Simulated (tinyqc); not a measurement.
# Threshold of a short bulk MOSFET: charge sharing, barrier lowering, narrow width: effect of the junction depth

n-channel device on a p-type body, depletion approximation, full ionisation. Uniform doping N = Na. Vbi from Boltzmann statistics is rough for the degenerate source. Cox = eps0 eox/tox.

ni = sqrt(Nc Nv) exp(-Eg/(2 Vt)), Eg in volts; 2 pB = 2 Vt ln(N/ni); flat band Vfb - Vt ln(N/Na); Wd = sqrt(2 eps0 eps_r (2 pB - Vbs)/(q N)); body term q N Wd/Cox; long-channel VT0 = flat band + 2 pB + body term; Vbi = Vt ln(N Nsd/ni^2); scale length l = sqrt((eps_r/eox) tox Wd). Charge sharing (trapezoid; it ignores Vds): F = (xj/L)(sqrt(1 + 2 Wd/xj) - 1), lowering = body term times F. Barrier lowering: th = exp(-L/(2 l)) + 2 exp(-L/l), lowering = th [2 (Vbi - 2 pB) + Vds], DIBL = th. Narrow width: rise = body term times xw Wd/W. VT by each model = VT0 - lowering + rise. DIBL under 0.001 mV/V is printed as 0.

Parameters, values chosen for the exercise; band and dielectric values close to those of silicon:

| symbol | value | unit | meaning |
|---|---|---|---|
| T | 350 | K | temperature |
| Eg | 1.13 | eV | band gap |
| eps_r | 11.7 |  | relative permittivity |
| Nc | 3.52e19 | cm^-3 | conduction-band density of states at T |
| Nv | 3.39e19 | cm^-3 | valence-band density of states at T |
| eox | 7.37 |  | relative permittivity of the gate insulator (close to silicon nitride) |
| tox | 3.4 | nm | insulator thickness |
| Na | 1.7e18 | cm^-3 | channel doping |
| Nsd | 1e20 | cm^-3 | source and drain doping |
| Vfb | -0.74 | V | flat-band voltage for the doping Na |
| Vbs | -1 | V | body-source voltage |
| Vds | 1.2 | V | drain-source voltage |
| W | 1000 | nm | gate width |
| xw | 1.5708 |  | shape factor of the fringing depletion at the width edges |
| L | 85 | nm | channel length |

Constants: q = 1.602176634e-19 C, kB = 1.380649e-23 J/K, Vt = kB T/q, eps0 = 8.8541878128e-14 F/cm where lengths are in cm. Results are converted to the units shown.

The same in every row: N (cm^-3) = 1.7000e18; VT0 (V) = 0.75467; L/l = 5.8966; DIBL (mV/V) = 57.926; VT, barrier lowering (V) = 0.70396.

Effect of the junction depth:
```
xj (nm),F,"VT, charge sharing (V)"
5,0.17939,0.68970
8.5,0.21715,0.66907
14,0.25520,0.64828
24,0.29686,0.62552
41,0.33593,0.60417
70,0.36986,0.58564
120,0.39707,0.57077
200,0.41612,0.56037
```

Read the table: what changes, and by how much?

As xj goes from 5 to 200, VT0 stays at 0.755 V, DIBL stays at 57.9 mV/V, F rises from 0.179 to 0.416 and VT by barrier lowering stays at 0.704 V. The junction depth enters only the charge-sharing model.

Computed by the program tinyqc: `OMP_NUM_THREADS=1 python tinyqc.py 2002022 2002023 out.jsonl`, one thread of a shared Intel Xeon 2.30GHz, about 0.01 s for the whole run.
